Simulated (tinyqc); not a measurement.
Metal-induced gap states at the contact of a metal chain and a two-band chain, step by step. Values are carried at full precision from step to step, so a last printed digit may differ when a step is redone from the rounded ones.

The semiconductor alternates sites A at -Eg/2 and C at +Eg/2 with hopping -t; the gap runs from -Eg/2 to Eg/2. In the gap cosh(q a) = 1 + (Eg^2/4 - E^2)/(2 t^2) and the amplitude changes by -exp(-q a) a period. The metal has site energy 0 and hopping -tm; its end site has g_m = (E - i sqrt(4 tm^2 - E^2))/(2 tm^2). Sites 1, 2, ... count into the semiconductor, with energies e1, e2 alternating. The clean half chain has g1 = 1/(E - e1 - t^2 g2), g2 = 1/(E - e2 - t^2 g1), decaying root. With the contact G11 = 1/(1/g1 - tc^2 g_m), and the density on site j is -Im G_jj/pi = |psi_j/psi_1|^2 (-Im G11/pi), per spin, with psi_2/psi_1 = -t g2, psi_3/psi_2 = -t g1.

Constants: e^2/(4 pi eps0) = 14.39964547 eV angstrom.

Inputs chosen for the exercise (gap and optical dielectric constant near those of GaN; the chain itself is a model; the results hold for these values, not for the real material): Eg = 3.2 eV (gap); t = 2.28 eV (hopping in the semiconductor); a = 3.19 angstrom (period (two sites); one chain for each area a^2); E = -0.28 eV (energy from mid-gap); tm = 1.92 eV (hopping in the metal); tc = 2.51 eV (hopping across the contact); end = A (site that touches the metal); eps = 5.7 (dielectric constant).

## Decay in the gap

Form cosh(q a), l = exp(-q a), q and the decay length 1/(2q) of the density.

cosh(q a) = 1.23869
l = 0.50770
q = 0.21250 1/angstrom
xi, the decay length of the density = 2.353 angstrom

## Green functions

The decaying root is g1 = (1 - l)/(E - e1), g2 = (1 - l)/(E - e2), l = exp(-q a). Form them, g_m and G11.

g1, g2 (1/eV): 0.37296  -0.26186

g_m = -0.03798-0.51945i 1/eV
G11 = 0.15180-0.17010i 1/eV

## Density site by site

D1 = -Im G11/pi, D2 = (t g2)^2 D1, and each further period multiplies by l^2. The sum over all sites is (D1 + D2)/(1 - l^2). The Green functions stand in the order g1, g2.

density on sites 1 to 8 (1/eV): 0.05414  0.01930  0.01396  0.00497  0.00360  0.00128  0.00093  0.00033

Ds, the density per spin summed over the semiconductor = 0.09895 1/eV

The first period holds 74 % of the gap states at this energy.

## Pinning factor

Gap states per area N = 2 Ds/a^2 (two spins). Charge in them sits a distance xi from the metal, so S = 1/(1 + 4 pi e^2 N xi/eps), e^2 meaning e^2/(4 pi eps0); S is the change of the barrier per change of the metal work function.

N = 1.945e+14 1/(eV cm^2)
4 pi e^2 N xi/eps = 1.4527
S = 0.4077

Partial pinning, between the Bardeen (0) and Schottky (1) limits.

## Checks

- g1 from the closed form against decimation: both 0.372957.

Computed by tinyqc, a small Python program: `OMP_NUM_THREADS=1 python tinyqc.py 1481311 1481312 out.jsonl` (the numbers bound the seed that draws the inputs); one thread of a shared host (Intel(R) Xeon(R) Processor @ 2.30GHz), about 0.01 s for the whole set of steps.
